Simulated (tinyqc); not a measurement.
Polycrystalline film, grain-boundary barriers (Seto model): one step of the calculation.

One-dimensional grains of size Lg with donors N; each boundary has Qt acceptor-like traps per area at one level Et below the band edge. Trapped electrons qt deplete a width w = qt/N (both sides together) and raise a barrier Vb = q N w^2/(8 eps0 eps_r). Current crosses the barriers by thermionic emission at small bias. Abrupt depletion, full ionisation, Boltzmann statistics.

Task. Barrier, resistivity and effective mobility. Partly depleted grains: the density at the grain centre is n0 = N and qt = Qt/(1 + 2 (Nc/N) exp((Vb - Et)/Vt)). If that gives qt >= N Lg, the grains are fully depleted: qt = N Lg, w = Lg and n0 = 2 Nc exp((Vb - Et)/Vt)/(Qt/(N Lg) - 1). Resistivity: barriers rb = Vt exp(Vb/Vt)/(q n0 vc Lg), grain interior rg = (1 - w/Lg)/(q mg N); effective mobility 1/(q N (rb + rg)).

Parameters, values chosen for the exercise; values close to those of polycrystalline silicon:
```
symbol   value        unit                                     meaning
T          300           K                                 temperature
eps_r     11.7              relative permittivity of the semiconductor
Lg          20          nm                                  grain size
Qt      1.1e12       cm^-2                  trap density at a boundary
N       9.8e17       cm^-3                               donor density
mg         260  cm^2/(V s)                     mobility inside a grain
vc       3.8e6        cm/s          collection velocity at the barrier
Nc      2.8e19       cm^-3      conduction-band density of states at T
Et        0.42          eV              trap level below the band edge
```

Constants: q = 1.602176634e-19 C, kB = 1.380649e-23 J/K, Vt = kB T/q, eps0 = 8.8541878128e-14 F/cm where lengths are in cm. Results are converted to the units shown.

Find: qt; w; Vb; n0; rb; rg; effective mobility.

Result.

qt = 1.100e12 cm^-2
w = 11.22 nm
Vb = 0.02387 V
n0 = 9.800e17 cm^-3
rb = 0.05454 ohm cm
rg = 0.01075 ohm cm
effective mobility = 97.55 cm^2/(V s)

The grains are partly depleted, 100 % of the traps are filled and the barriers give 83.5 % of the resistivity.

Range of the model: The barrier is under 2 Vt, where the abrupt-depletion and emission pictures are rough.

Program tinyqc, `OMP_NUM_THREADS=1 python tinyqc.py 2610041 2610042 out.jsonl`; Intel Xeon 2.30GHz, shared host, one thread, about 0.01 s.
